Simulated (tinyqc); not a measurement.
MP2 on RHF in the sto-6g basis, for BeH2, spin multiplicity 1, step by step. One step of it, computed by the program tinyqc.

Task: Second-order Moller-Plesset energy. E2 = sum_ijab (ia|jb) [2 (ia|jb) - (ib|ja)] / (e_i + e_j - e_a - e_b) over occupied i, j and virtual a, b; the opposite-spin part is (ia|jb)^2 / denominator, the rest is same-spin, and SCS-MP2 scales them by 6/5 and 1/3.

orbital energies (hartree): MO1 -4.603478, MO2 -0.418015, MO3 -0.376104, MO4 0.208712, MO5 0.210115, MO6 0.354248, MO7 0.688603

Two-electron integrals over orbitals (pq|rs), unique and non-zero (hartree):
```
(11|11) 2.281072    (21|11) -0.187334   (21|21) 0.024228    (22|11) 0.458307
(22|21) -0.005658   (22|22) 0.373747    (31|31) 0.005131    (32|31) 0.010853
(32|32) 0.159485    (33|11) 0.418985    (33|21) -0.002065   (33|22) 0.385606
(33|33) 0.408711    (41|11) 0.025134    (41|21) -0.003081   (41|22) 0.001600
(41|33) 0.000851    (41|41) 0.016239    (42|11) -0.013611   (42|21) 0.000904
(42|22) 0.004450    (42|33) 0.005742    (42|41) 0.014403    (42|42) 0.046986
(43|31) -0.000101   (43|32) 0.008479    (43|43) 0.013076    (44|11) 0.568960
(44|21) -0.006874   (44|22) 0.351920    (44|33) 0.334366    (44|41) -0.003151
(44|42) -0.016958   (44|44) 0.450960    (51|51) 0.016020    (52|51) 0.014685
(52|52) 0.046775    (53|53) 0.012378    (54|51) -0.001990   (54|52) -0.005353
(54|54) 0.024713    (55|11) 0.570061    (55|21) -0.006805   (55|22) 0.352414
(55|33) 0.334352    (55|41) 0.000768    (55|42) -0.006490   (55|44) 0.401130
(55|55) 0.450117    (61|11) -0.199410   (61|21) 0.026403    (61|22) -0.006071
(61|33) -0.002745   (61|41) -0.001649   (61|42) 0.002399    (61|44) -0.005982
(61|55) -0.005475   (61|61) 0.029063    (62|11) 0.141638    (62|21) -0.006331
(62|22) -0.014644   (62|33) -0.040559   (62|41) 0.002383    (62|42) -0.003102
(62|44) 0.066178    (62|55) 0.068181    (62|61) -0.005581   (62|62) 0.083772
(63|31) -0.000303   (63|32) -0.091592   (63|43) -0.007184   (63|63) 0.086114
(64|11) 0.010855    (64|21) 0.000287    (64|22) 0.000890    (64|33) -0.002899
(64|41) 0.015605    (64|42) 0.044047    (64|44) -0.001727   (64|55) 0.004851
(64|61) 0.002116    (64|62) 0.013719    (64|64) 0.048224    (65|51) 0.016115
(65|52) 0.046261    (65|54) -0.003415   (65|65) 0.049518    (66|11) 0.470581
(66|21) -0.007134   (66|22) 0.376748    (66|33) 0.386809    (66|41) 0.004958
(66|42) 0.014261    (66|44) 0.352310    (66|55) 0.354535    (66|61) -0.006875
(66|62) -0.023537   (66|64) 0.009174    (66|66) 0.395838    (71|31) 0.009688
(71|32) 0.017354    (71|43) -0.000325   (71|63) 0.000417    (71|71) 0.018440
(72|31) 0.004520    (72|32) -0.040164   (72|43) -0.006883   (72|63) 0.062903
(72|71) 0.008317    (72|72) 0.058031    (73|11) 0.150814    (73|21) -0.003825
(73|22) -0.000076   (73|33) -0.018310   (73|41) 0.000046    (73|42) -0.009495
(73|44) 0.070199    (73|55) 0.070628    (73|61) -0.003513   (73|62) 0.079069
(73|64) 0.006847    (73|66) -0.018720   (73|73) 0.087832    (74|31) -0.001343
(74|32) -0.015532   (74|43) 0.012392    (74|63) 0.009805    (74|71) -0.002314
(74|72) 0.003020    (74|74) 0.018551    (75|53) 0.013250    (75|75) 0.016970
(76|31) 0.009685    (76|32) 0.138982    (76|43) 0.009239    (76|63) -0.089406
(76|71) 0.015945    (76|72) -0.047139   (76|74) -0.013295   (76|76) 0.134172
(77|11) 0.544865    (77|21) -0.006999   (77|22) 0.399657    (77|33) 0.415560
(77|41) 0.000723    (77|42) 0.001062    (77|44) 0.377433    (77|55) 0.377053
(77|61) -0.007318   (77|62) -0.017928   (77|64) -0.003156   (77|66) 0.409721
(77|73) 0.003773    (77|77) 0.452547
```

Hartree-Fock energy = -15.67436379 hartree

Give: Terms; Pair energies; MP2 correlation energy; SCS-MP2 correlation energy; MP2 total energy.

Result:

Terms (the 40 largest of 46):
```
i  j  a  b   (ia|jb)   (ib|ja)  denominator       term
3  3  6  6    0.0861    0.0861      -1.4607    -0.0051
2  2  6  6    0.0838    0.0838      -1.5445    -0.0045
3  2  7  6    0.0791    0.0629      -1.8370    -0.0041
2  3  6  7    0.0791    0.0629      -1.8370    -0.0041
3  3  7  7    0.0878    0.0878      -2.1294    -0.0036
2  2  4  4    0.0470    0.0470      -1.2535    -0.0018
2  2  5  5    0.0468    0.0468      -1.2563    -0.0017
2  3  7  6    0.0629    0.0791      -1.8370    -0.0016
3  2  6  7    0.0629    0.0791      -1.8370    -0.0016
2  2  7  7    0.0580    0.0580      -2.2132    -0.0015
3  3  4  4    0.0131    0.0131      -1.1696  -1.46e-04
3  3  5  5    0.0124    0.0124      -1.1724  -1.31e-04
1  1  6  6    0.0291    0.0291      -9.9155  -8.52e-05
3  2  7  4   -0.0095   -0.0069      -1.6914  -6.80e-05
2  3  4  7   -0.0095   -0.0069      -1.6914  -6.80e-05
2  1  5  5    0.0147    0.0147      -5.4417  -3.96e-05
1  2  5  5    0.0147    0.0147      -5.4417  -3.96e-05
3  3  4  6   -0.0072   -0.0072      -1.3152  -3.92e-05
3  3  6  4   -0.0072   -0.0072      -1.3152  -3.92e-05
2  1  4  4    0.0144    0.0144      -5.4389  -3.81e-05
1  2  4  4    0.0144    0.0144      -5.4389  -3.81e-05
1  1  7  7    0.0184    0.0184     -10.5842  -3.21e-05
1  1  4  4    0.0162    0.0162      -9.6244  -2.74e-05
1  1  5  5    0.0160    0.0160      -9.6272  -2.67e-05
2  3  7  4   -0.0069   -0.0095      -1.6914  -1.74e-05
3  2  4  7   -0.0069   -0.0095      -1.6914  -1.74e-05
1  2  7  7    0.0083    0.0083      -6.3987  -1.08e-05
2  1  7  7    0.0083    0.0083      -6.3987  -1.08e-05
2  2  6  4   -0.0031   -0.0031      -1.3990  -6.88e-06
2  2  4  6   -0.0031   -0.0031      -1.3990  -6.88e-06
2  1  6  6   -0.0056   -0.0056      -5.7300  -5.44e-06
1  2  6  6   -0.0056   -0.0056      -5.7300  -5.44e-06
3  1  7  6   -0.0035  4.17e-04      -6.0224  -4.34e-06
1  3  6  7   -0.0035  4.17e-04      -6.0224  -4.34e-06
2  1  4  6    0.0024    0.0024      -5.5845  -1.04e-06
1  2  6  4    0.0024    0.0024      -5.5845  -1.04e-06
2  1  6  4    0.0024    0.0024      -5.5845  -1.01e-06
1  2  4  6    0.0024    0.0024      -5.5845  -1.01e-06
3  1  6  7  4.17e-04   -0.0035      -6.0224  -3.01e-07
1  3  7  6  4.17e-04   -0.0035      -6.0224  -3.01e-07
```

Pair energies (hartree; pair i-j sums ij and ji):
```
pair  opposite spin  same spin
1-1       -1.72e-04          0
2-1       -1.92e-04  -9.65e-11
2-2         -0.0096          0
3-1       -4.19e-06  -5.18e-06
3-2         -0.0113  -2.93e-04
3-3         -0.0091     0.0000
```

MP2 correlation energy = -0.030580 hartree

SCS-MP2 correlation energy = -0.036438 hartree

MP2 total energy = -15.704944 hartree
